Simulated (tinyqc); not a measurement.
# Polytypes and stacking faults of a tetrahedral semiconductor in an axial Ising model with couplings up to third neighbours, step by step

A worked calculation. Computed by tinyqc, a small Python program that keeps every step. Command: `OMP_NUM_THREADS=1 python tinyqc.py 3027862 3027863 out.jsonl polytype walk`. One thread of a shared host (Intel(R) Xeon(R) Processor @ 2.30GHz), about 0.01 s of CPU time with the checks. Intermediate numbers are printed to about 6 digits and carried at full precision; extremes and crossings named in words are read from the listed rows.

Each double layer has s = +1 or -1 for the sense of its stacking step; E per pair of atoms = E0 - sum_n J_n <s_i s_(i+n)>, n = 1, 2, 3. Hexagonality h = (1 - <s_i s_(i+1)>)/2.

Inputs (values chosen for the exercise, for a model crystal):

| quantity | value | unit |
|---|---|---|
| J1 | 2.83 | meV/pair |
| J2 | -2.08 | meV/pair |
| J3 | -0.26 | meV/pair |
| basal lattice constant a | 3.08 | angstrom |
| shear modulus G | 182 | GPa |
| Poisson ratio nu | 0.28 | - |
| gap of 3C | 2.39 | eV |
| gap of 4H | 3.26 | eV |
| binding energy of the fault level E_b | 0.23 | eV |
| in-plane mass m | 0.4 | m0 |
| effective density of states N_c at 300 K | 1.6e+19 | 1/cm^3 |
| electron density n | 9.6e+16 | 1/cm^3 |
| temperature T | 1050 | K |

Host polytype: 4H.

Constants: 1 eV/angstrom^2 = 16.02176634 J/m^2; m_0 = 9.1093837015e-31 kg; hbar = 1.054571817e-34 J s; k_B = 1.380649e-23 J/K; k_B = 8.617333262e-05 eV/K.

## Energies of the polytypes

correlations of the repeat units 3C (+), 2H (+-), 4H (++--), 6H (+++---), 15R (+++--), 8H (++++----), 21R (++++---), 9R (++-):
```
        n = 1     n = 2     n = 3
3C    1.00000   1.00000   1.00000
2H   -1.00000   1.00000  -1.00000
4H    0.00000  -1.00000   0.00000
6H    0.33333  -0.33333  -1.00000
15R   0.20000  -0.60000  -0.60000
8H    0.50000   0.00000  -0.50000
21R   0.42857  -0.14286  -0.71429
9R   -0.33333  -0.33333   1.00000
```

E - E(3C) = sum_n J_n (1 - C_n), C_n = <s_i s_(i+n)>. The gap is taken linear in h between 3C (h = 0) and 4H (h = 1/2), a rough rule, with a dash beyond.

Polytypes:

| polytype | h | E - E(3C) (meV/pair) | gap by the linear rule (eV) |
|---|---|---|---|
| 3C | 0.00000 | 0.00000 | 2.39000 |
| 2H | 1.00000 | 5.14000 | - |
| 4H | 0.50000 | -1.59000 | 3.26000 |
| 6H | 0.33333 | -1.40667 | 2.97000 |
| 15R | 0.40000 | -1.48000 | 3.08600 |
| 8H | 0.25000 | -1.05500 | 2.82500 |
| 21R | 0.28571 | -1.20571 | 2.88714 |
| 9R | 0.66667 | 1.00000 | - |

E(2H) - E(3C) = 5.14 meV/pair

E(4H) - E(3C) = -1.59 meV/pair

E(6H) - E(3C) = -1.40667 meV/pair

The lowest is 4H, 0.110 meV/pair below 15R. J1/|J2| = 1.36: for J3 = 0 and J2 < 0 the ground state is 2H below -2, 4H between -2 and 2, and 3C above 2; at 2 itself all periods with bands of two or more layers are degenerate. Four or more polytypes lie within 1.5 meV/pair, so small a spread that growth kinetics and seeds can decide.

## Back from three energies to J1, J2, J3

With d2, d4, d6 the energies of 2H, 4H, 6H over 3C: d2 = 2 J1 + 2 J3, d4 = J1 + 2 J2 + J3, d6 = (2/3) J1 + (4/3) J2 + 2 J3, so J2 = (d4 - d2/2)/2, J3 = (3/4)(d6 - (2/3) d4), J1 = d2/2 - J3.

J1 recovered = 2.83 meV/pair

J2 recovered = -2.08 meV/pair

J3 recovered = -0.260000 meV/pair

## Stacking-fault energies

fault coefficients k_n:
```
                      J1  J2  J3
single Shockley (31)   0  -4   0
double Shockley (62)  -4  -8   0
Frank-type (32)       -1  -2   3
```

Faults in 4H: the sequences single Shockley (31) (+++-), double Shockley (62) (++++++--), Frank-type (32) (+++--) are put between perfect repeats; k_n = (layers x C_n of the host) - sum_i s_i s_(i+n). gamma = sum k_n J_n/A, A = (sqrt 3/2) a^2; 1 meV/angstrom^2 = 16.02177 mJ/m^2.

gamma (mJ/m^2): single Shockley (31) 16.2256, double Shockley (62) 10.3750, Frank-type (32) 1.0726

energy of the glide fault, single Shockley (31) = 16.2256 mJ/m^2

The cheapest is the Frank-type (32) fault.

## Splitting of a basal screw dislocation

Screw line, bounded by the single Shockley (31) fault of energy gamma: b = a, partials b_p = a/sqrt 3; d = G b_p^2 (2 - 3 nu)/(8 pi gamma (1 - nu)). One partial is driven off by the shear stress gamma/b_p along its Burgers vector.

splitting width d = 22.7371 nm

stress to open the fault = 91.2455 MPa

## Electronic energy gained by the fault

The fault binds electrons in a two-dimensional band E_b below the conduction edge, g2 = m m0/(pi hbar^2) for one valley. With the Fermi level held by the bulk, eta = ln[n/N_c(T)], N_c(T) = N_c (T/300)^1.5, the grand potential falls by g2 (k_B T)^2 F1(x), x = eta + E_b/(k_B T), F1(x) = integral from 0 to infinity of ln(1 + exp(x - t)) dt; sheet density g2 k_B T ln(1 + e^x). Band bending by the trapped charge is left out, so the gain is an upper bound. Net fault energy = gamma of the single Shockley (31) fault less the electronic gain.

x = -4.45320

sheet density = 1.74986e+11 1/cm^2

electronic gain = 0.0254409 mJ/m^2

net fault energy = 16.2002 mJ/m^2

The gain offsets 0.16 % of the fault energy.

## Gain against electron density

The formulas are those given above.

At T:

| n (1/cm^3) | x | sheet density (1/cm^2) | gain (mJ/m^2) | gain/gamma | gain/gamma at T + 200 K |
|---|---|---|---|---|---|
| 1.00e+14 | -11.3201 | 1.83335e+08 | 2.65779e-05 | 1.63802e-06 | 1.19000e-06 |
| 1.00e+15 | -9.0175 | 1.83325e+09 | 2.65771e-04 | 1.63797e-05 | 1.18998e-05 |
| 1.00e+16 | -6.7150 | 1.83225e+10 | 2.65699e-03 | 1.63753e-04 | 1.18982e-04 |
| 1.00e+17 | -4.4124 | 1.82234e+11 | 2.64978e-02 | 1.63308e-03 | 1.18816e-03 |
| 1.00e+18 | -2.1098 | 1.73045e+12 | 2.58129e-01 | 1.59087e-02 | 1.17200e-02 |
| 5.00e+18 | -0.5004 | 7.16549e+12 | 1.16831e+00 | 7.20043e-02 | 5.54222e-02 |
| 2.00e+19 | 0.8859 | 1.86140e+13 | 3.64095e+00 | 2.24395e-01 | 1.88691e-01 |

For x well below 0 the gain is k_B T times the sheet density and linear in n; for x well above 0 the well fills and the gain grows only about as x^2. It stays below the fault energy in all rows; 200 K more changes it by a factor 0.73 at 1e16.

Checks made by the program: the recovered constants (relative difference below 1e-10).
